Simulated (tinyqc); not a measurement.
Comparisons within one model: free-carrier optics of a doped semiconductor (Drude model). A value that a table varies takes the place of the one given here.

eps(E) = ei [1 - Ep^2/(E^2 + i E Gam)], with Ep^2 = 8 pi c (e^2/(4 pi eps0)) N/(m ei), c = hbar^2/2m0, N in 1/angstrom^3 (1e-24 per 1/cm^3); Gam = hbar/tau, tau = mu m m0/e with m0/e = 5.685630e-12 kg/C and mu in m^2/(V s). Energies in meV.

n + i k = sqrt(eps1 + i eps2) with k >= 0; R = ((n - 1)^2 + k^2)/((n + 1)^2 + k^2) at normal incidence from vacuum; alpha = 2 E k/(hbar c), times 1e8 for 1/cm; loss function Im(-1/eps) = eps2/(eps1^2 + eps2^2).

Constants: hbar^2/2m0 = 3.80998211 eV angstrom^2; e^2/(4 pi eps0) = 14.39964547 eV angstrom; hbar = 6.58211957e-16 eV s; hbar c = 1973.269805 eV angstrom.

Inputs chosen for the exercise (mass and dielectric values near those of Si; N and mu are free inputs; interband absorption and the rise of the mass with filling are left out; not measured data): N = 1.8e+19 1/cm^3 (carrier density); m = 0.265 m0 (conductivity mass); mu = 140 cm^2/(V s) (mobility); ei = 11.82 (high-frequency dielectric constant); E = 141.9 meV (photon energy).

## Reflectance across the plasma edge

Spectrum:

| E (meV) | eps1 | eps2 | R | alpha (1/cm) |
|---|---|---|---|---|
| 8.9 | -77.13 | 311.87 | 0.872 | 1.27e+04 |
| 26.7 | -43.71 | 64.90 | 0.810 | 2.11e+04 |
| 44.5 | -19.89 | 22.23 | 0.747 | 2.25e+04 |
| 62.3 | -7.47 | 9.66 | 0.622 | 1.98e+04 |
| 75.7 | -2.15 | 5.76 | 0.433 | 1.56e+04 |
| 89.0 | 1.29 | 3.69 | 0.207 | 1.03e+04 |
| 97.9 | 2.95 | 2.83 | 0.151 | 7.48e+03 |
| 111.3 | 4.81 | 1.97 | 0.161 | 4.96e+03 |
| 133.5 | 6.84 | 1.16 | 0.204 | 3.00e+03 |
| 178.0 | 8.95 | 0.50 | 0.249 | 1.52e+03 |
| 267.0 | 10.52 | 0.15 | 0.280 | 632 |
| 445.1 | 11.35 | 0.03 | 0.294 | 221 |

Ep = 89.0 meV and Gam = 31.2 meV. R is 0.872 at the lowest energy and lowest, 0.151, at 97.9 meV of those listed; without damping it would vanish at Ep sqrt(ei/(ei - 1)) = 93.0 meV. At the highest energy R is 0.294, against 0.302 for ei alone. Between the last two rows alpha goes as E^-2.06, where the Drude limit far above Ep and Gam is E^-2.

## Free-carrier absorption and index change in the near infrared

At the wavelengths listed E = hc/lambda (hc = 1239.841984 eV nm). Approximate forms: alpha = ei Ep^2 Gam/(E^2 sqrt(ei) hbar c) and dn = -sqrt(ei) Ep^2/(2 E^2).

Free carriers:

| lambda (micrometre) | E (meV) | alpha (1/cm) | alpha, approximate | dn | dn, approximate |
|---|---|---|---|---|---|
| 1.31 | 946.4 | 48.3 | 48.1 | -0.0152 | -0.0152 |
| 1.55 | 799.9 | 67.6 | 67.3 | -0.0213 | -0.0213 |
| 2.00 | 619.9 | 113 | 112 | -0.0355 | -0.0354 |
| 3.00 | 413.3 | 257 | 252 | -0.0802 | -0.0797 |
| 5.00 | 248.0 | 738 | 701 | -0.225 | -0.222 |
| 8.00 | 155.0 | 2.08e+03 | 1.79e+03 | -0.594 | -0.567 |
| 10.60 | 117.0 | 4.29e+03 | 3.15e+03 | -1.08 | -0.996 |

At 1.55 micrometre alpha = 67.6 1/cm and dn = -0.0213; a phase shift of pi needs a length lambda/(2 |dn|) = 36.3 micrometre, over which the loss is 1.07 dB. The approximate alpha is within 5 % up to 3 micrometre of the wavelengths listed; it needs photon energies well above both Ep and Gam, which lie at 13.9 and 39.7 micrometre. Interband and intervalley absorption are left out; with a realistic dc mobility the Drude form tends to understate the near-infrared absorption of Si.

## What moves the optical constants

At the energy E. Each row changes one parameter from the base and keeps the others.

Results:

| case | Ep (meV) | Gam (meV) | R | alpha (1/cm) |
|---|---|---|---|---|
| base | 89.01 | 31.20 | 0.2160 | 2.58e+03 |
| N = 2.7e+19 1/cm^3 | 109.02 | 31.20 | 0.1623 | 4.59e+03 |
| m = 0.318 m0 | 81.26 | 26.00 | 0.2308 | 1.74e+03 |
| mu = 84 cm^2/(V s) | 89.01 | 52.01 | 0.2271 | 3.87e+03 |
| ei = 12.41 | 86.87 | 31.20 | 0.2297 | 2.48e+03 |
| E = 170.3 meV | 89.01 | 31.20 | 0.2442 | 1.67e+03 |

The largest shifts from the base row, up to three for each result and ties (the steps differ in size, so this ranks the rows, not the parameters). Ep (meV): N +20.01, m -7.76, ei -2.14; unchanged at the printed digits by mu and E. Gam (meV): mu +20.80, m -5.20; unchanged at the printed digits by N, ei and E. R: N -0.0537, E +0.0282, m +0.0148. alpha (1/cm): N +2.01e+03, mu +1.30e+03, E -902.

tinyqc: `OMP_NUM_THREADS=1 python tinyqc.py 1681906 1681907 out.jsonl`; about 0.01 s, one thread, shared Intel(R) Xeon(R) Processor @ 2.30GHz.
